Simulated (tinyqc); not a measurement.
Off-state leakage of single and stacked transistors: two steps of the calculation.

n-channel devices of unit width. Subthreshold current I(Vg, Vs, Vd) = I0 (T/300 K)^0.5 exp[(Vg - Vs - VT(T) - gb (Vs - Vb) + dd (Vd - Vs))/(nf Vt)] (1 - exp(-(Vd - Vs)/Vt)), VT(T) = VT - cT (T - 300 K). Gate-edge tunnelling Ig (Vd/1 V) exp(ag (Vd - 1 V)), for a gate at 0 V, and band-to-band leakage Ab u exp(-Bb/u), u = Vd - Vb + 1 V, flow at a drain held at V; both are taken as independent of T. In a stack of off transistors (all gates at 0 V) the same subthreshold current passes through each.

Parameters, values chosen for the exercise; values of the order met in bulk silicon logic transistors: temperature T = 300 K; supply voltage V = 1 V; threshold at 300 K, zero drain and body bias VT = 0.37 V; fall of the threshold with temperature cT = 0.5 mV/K; current at threshold at 300 K I0 = 0.12 uA/um; slope factor nf = 1.49; drain-induced lowering per volt dd = 0.06; rise of the threshold per volt of source-body bias gb = 0.17; gate-edge tunnelling current at 1 V Ig = 0.0002 uA/um; exponential slope of the gate current ag = 3.3 1/V; prefactor of band-to-band leakage at the drain Ab = 20 uA/(um V); its exponential voltage Bb = 22 V; body voltage Vb = 0 V.

Constants: q = 1.602176634e-19 C, kB = 1.380649e-23 J/K, Vt = kB T/q. Results are converted to the units shown.

Task 1. Leakage of one transistor. Vg = Vs = 0, Vd = V; effective threshold VT(T) - gb Vb - dd V.

Wanted: effective threshold; parts; total; shares.

Result 1.

effective threshold = 0.31000 V
parts (nA/um): subthreshold 0.038374, gate edge 0.20000, band-to-band 0.66807
total = 0.90644 nA/um
shares (%): subthreshold 4.2334, gate edge 22.064, band-to-band 73.702

The band-to-band part is the largest.

Task 2. New Vx. Stack of two, Vx the node between them: I_low = I(0, 0, Vx), I_up = I(0, Vx, V), f = ln(I_up/I_low), f' = -(1 + gb + 2 dd)/(nf Vt) - 1/(Vt (exp(Vx/Vt) - 1)) - 1/(Vt (exp((V - Vx)/Vt) - 1)), Vx(new) = Vx - f/f'.

Vx after iteration 1 = 0.050923058 V

Find: I_low; I_up; f; f'; Vx after iteration 2.

Result 2.

I_low = 0.007529 nA/um
I_up = 0.007548 nA/um
f = 0.002488
f' = -39.76 1/V
Vx after iteration 2 = 0.05099 V

Numbers from tinyqc (`OMP_NUM_THREADS=1 python tinyqc.py 2242177 2242178 out.jsonl`; about 0.04 s on one thread of a shared Intel Xeon 2.30GHz).
